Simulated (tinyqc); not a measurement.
Gate sweep: gated graphene: carriers, quantum capacitance and optical conductivity.

Cones E = +/- hv |k|, four flavours, D(E) = 2|E|/(pi hv^2). n = (2/pi)(kT/hv)^2 F_1(mu/kT), p = (2/pi)(kT/hv)^2 F_1(-mu/kT), in 1/angstrom^2 (1e16 for 1/cm^2); F_1(eta) = integral_0^infinity x dx/(1 + exp(x - eta)). Cq/e^2 = d(n - p)/d mu = (2 kT/(pi hv^2)) ln(2 + 2 cosh(mu/kT)).

Gate: V = mu/e + e (n - p)/Cox with Cox/e^2 = k/(4 pi e2 t), t in angstrom, e2 = e^2/(4 pi eps0); 1/(eV angstrom^2) in C/e^2 equals 1602.176634 microfarad/cm^2; total 1/C = 1/Cox + 1/Cq.

Constants: kB = 8.617333262e-05 eV/K; e^2/(4 pi eps0) = 14.39964547 eV angstrom.

Parameters, chosen for this exercise (Fermi velocity near that of graphene, gate dielectric near HfO2; not measured data): hv = 6.66 eV angstrom (hbar vF); T = 300 K; k = 17.8 (dielectric constant of the gate layer); t = 5 nm (its thickness).

Results:
```
V (V)   mu (eV)  n - p (1/cm^2)  n + p (1/cm^2)  Cq (microfarad/cm^2)  C/Cox  Cox V/e (1/cm^2)
0        0.0000               0        1.58e+11                 0.824  0.207                 0
0.0030   0.0024        1.22e+10        1.58e+11                 0.825  0.208          5.90e+10
0.0080   0.0063        3.27e+10        1.61e+11                 0.833  0.209          1.57e+11
0.020    0.0158        8.30e+10        1.76e+11                 0.879  0.218          3.93e+11
0.070    0.0530        3.35e+11        3.59e+11                  1.36  0.302          1.38e+12
0.10     0.0731        5.30e+11        5.41e+11                  1.75  0.357          1.97e+12
0.15     0.1033        9.19e+11        9.23e+11                  2.40  0.432          2.95e+12
0.22     0.1403        1.57e+12        1.57e+12                  3.23  0.506          4.33e+12
```

Give the missing row, V (V) = 0.040.

Computed row:
```
V (V)  mu (eV)  n - p (1/cm^2)  n + p (1/cm^2)  Cq (microfarad/cm^2)  C/Cox  Cox V/e (1/cm^2)
0.040   0.0312        1.74e+11        2.27e+11                  1.03  0.246          7.87e+11
```

At neutrality n + p = 1.58e+11 1/cm^2 of thermal carriers remain and C/Cox = 0.207; at the last row C/Cox = 0.506 and the plain capacitor rule overstates n - p by 175.9 %. Between the last two rows mu goes as V^0.80; for |mu| well above kT the limits are 1/2 where Cox is small against Cq and 1 where it is large.

Computed by tinyqc, a small Python program: `OMP_NUM_THREADS=1 python tinyqc.py 1680025 1680026 out.jsonl` (the numbers bound the seed that draws the inputs); one thread of a shared host (Intel(R) Xeon(R) Processor @ 2.30GHz), about 0.01 s for the whole set of steps.
